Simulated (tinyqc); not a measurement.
# Permittivity and interface capacitance from two thicknesses

Question. 1/C = t/(eps0 ek) + 2/ci for planar capacitors that differ only in thickness. Find ek, ci and the EOT of the interfaces, 2 x 3.9 eps0/ci.

Constants: eps0 = 8.8541878128e-14 F/cm where lengths are in cm. Results are converted to the units shown.

C at t = 10 and 31 nm (uF/cm^2): [0.61107663, 0.19728483]

Answer. 1/C is a straight line in t: the slope gives ek and the intercept 2/ci. A single thickness would give only the effective permittivity; when the interfaces are a small part of 1/C, ci needs very accurate data.

ek = 6.91
ci = 1.00e3 uF/cm^2
EOT of the interfaces = 0.00691 nm

Computed by the program tinyqc: `OMP_NUM_THREADS=1 python tinyqc.py 2102153 2102154 out.jsonl`, one thread of a shared Intel Xeon 2.30GHz, about 0.01 s for the whole run.
